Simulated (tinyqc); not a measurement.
# Geometry relaxation of a small cluster, step by step

A worked calculation. Computed by tinyqc, a small Python program that keeps every step. Command: `OMP_NUM_THREADS=1 python tinyqc.py 3018162 3018163 out.jsonl relax walk`. One thread of a shared host (Intel(R) Xeon(R) Processor @ 2.30GHz), about 0.01 s of CPU time with the checks. Intermediate numbers are printed to about 7 digits and carried at full precision; extremes and crossings named in words are read from the listed rows.

E = sum_(i<j) phi(r_ij), phi(r) = eps [exp(-2 alpha (r - r0)) - 2 exp(-alpha (r - r0))]; the force on i is -sum_j phi'(r_ij) (R_i - R_j)/r_ij.

Inputs (values chosen for the exercise, for model atoms):
```
quantity                 value           unit
length r0                 2.94       angstrom
well depth eps            0.63             eV
stiffness alpha           2.03     1/angstrom
step factor eta          0.061  angstrom^2/eV
largest number of steps    500              -
```

Potential: Morse. Method: FIRE.

starting positions (angstrom):
```
           x      y      z
atom 1  0.08  -0.04  -0.08
atom 2  3.03  -0.09      0
atom 3  1.67   2.39  -0.04
atom 4  1.65   0.81   2.33
atom 5  1.58   0.82  -2.24
```

## Energy and forces at the start

Evaluate E and the forces at the starting positions.

distances (angstrom): 1-2 2.951508, 1-3 2.904238, 1-4 2.999250, 1-5 2.766803, 2-3 2.828710, 2-4 2.853647, 2-5 2.819255, 3-4 2.848456, 3-5 2.704256, 4-5 4.570547

energy at the start = -5.215537 eV

forces (eV/angstrom):
```
                x          y          z
atom 1  -0.751578  -0.577515   1.401015
atom 2   1.082360  -1.188711   0.254400
atom 3  -0.188612   2.705462   1.528937
atom 4  -0.422738  -0.237386   0.703696
atom 5   0.280568  -0.701850  -3.888048
```

## The first two steps

FIRE with unit mass: if F.v > 0, v = (1 - a) v + a |v| F/|F|, and after more than 5 such steps in a row dt = min(1.1 dt, 5 dt0), a = 0.99 a; else v = 0, a = 0.1, and dt = dt/2 (not at the first step). Then v = v + dt F, R(new) = R + dt v. dt0 = sqrt(eta), a = 0.1 at first. No atom moves more than 0.3 angstrom a step (the whole step is scaled). Stop when the largest force component is below 1e-5 eV/angstrom.

positions after step 1 (angstrom):
```
               x          y          z
atom 1  0.034154  -0.075228   0.005462
atom 2  3.096024  -0.162511   0.015518
atom 3  1.658495   2.555033   0.053265
atom 4  1.624213   0.795519   2.372925
atom 5  1.597115   0.777187  -2.477171
```

energy after step 1 = -5.478013 eV

positions after step 2 (angstrom):
```
               x          y          z
atom 1  0.049708  -0.066308   0.002693
atom 2  3.082822  -0.154063   0.010266
atom 3  1.657696   2.539383   0.044865
atom 4  1.622609   0.793197   2.371789
atom 5  1.597164   0.777791  -2.459613
```

energy after step 2 = -5.553290 eV

## All steps

The formulas are those given above.

Course of the relaxation:
```
step     E (eV)  largest force (eV/angstrom)  force calls
0     -5.215537                 3.888048e+00            1
1     -5.478013                 1.151330e+00            2
2     -5.553290                 9.862646e-01            3
3     -5.655756                 5.734222e-01            4
4     -5.691451                 2.722287e-01            5
5     -5.692502                 2.494597e-01            6
6     -5.694255                 2.065292e-01            7
7     -5.696146                 1.481721e-01            8
8     -5.697603                 8.122906e-02            9
...         ...                          ...          ...
85    -5.698883                 5.742619e-05           86
86    -5.698883                 4.620163e-05           87
87    -5.698883                 4.612871e-05           88
88    -5.698883                 5.649677e-05           89
89    -5.698883                 6.180742e-05           90
90    -5.698883                 6.021502e-05           91
91    -5.698883                 5.025054e-05           92
92    -5.698883                 3.123804e-05           93
93    -5.698883                 8.893526e-06           94
```

final positions (angstrom):
```
               x          y          z
atom 1  0.104245  -0.024521  -0.002826
atom 2  3.045870  -0.117837  -0.011890
atom 3  1.655883   2.476355  -0.003284
atom 4  1.609248   0.773946   2.387620
atom 5  1.594754   0.782057  -2.399620
```

final energy = -5.698883 eV

steps = 93

largest force at the end = 8.893526e-06 eV/angstrom

Converged in 93 steps.

## Curvatures at the end

Hessian at the final positions by central differences of the forces; six eigenvalues vanish (translations and rotations). Steepest descent is stable for eta below 2/lambda_max and contracts the softest mode by 1 - eta lambda_min a step.

non-zero eigenvalues (eV/angstrom^2): 3.15751  3.15756  7.14327  9.79683  9.79691  10.70493  10.70503  17.73338  22.11366

condition number = 7.003507

largest stable eta = 0.09044186 angstrom^2/eV

contraction of the softest mode = 0.8073918

All are positive, so the end point is a minimum.

## Four methods from the same start

Steepest descent: R(new) = R + eta F. Conjugate gradient (Polak-Ribiere): d = F + beta d(old), beta = max(0, F.(F - F(old))/|F(old)|^2), d = F at first; step length from one secant, s = eta (F.d)/(F.d - F(R + eta d).d), replaced by eta if that is not positive; R(new) = R + s d. BFGS: R(new) = R + B F with the inverse Hessian B = eta 1 at first; with s = R(new) - R, y = F - F(new), rho = 1/(y.s): B(new) = (1 - rho s y^T) B (1 - rho y s^T) + rho s s^T, skipped if y.s is not positive. In this comparison each method may take up to 1500 steps.

Cost:
```
method              steps  force calls  final E (eV)  calls to reach 1e-2
steepest descent       39           40     -5.698883                    8
conjugate gradient     11           23     -5.698883                   13
BFGS                   15           16     -5.698883                    7
FIRE                   93           94     -5.698883                   32
```

In force calls the order is BFGS (16), conjugate gradient (23), steepest descent (40), FIRE (94). All that converged end at the same energy. Near the minimum steepest descent multiplies the slowest mode by 0.807 in size a step, 11 steps a decade of force, at a condition number of 7.0. On this problem it beats FIRE in force calls.

Checks made by the program: forces against finite differences of E (relative difference 5e-10).
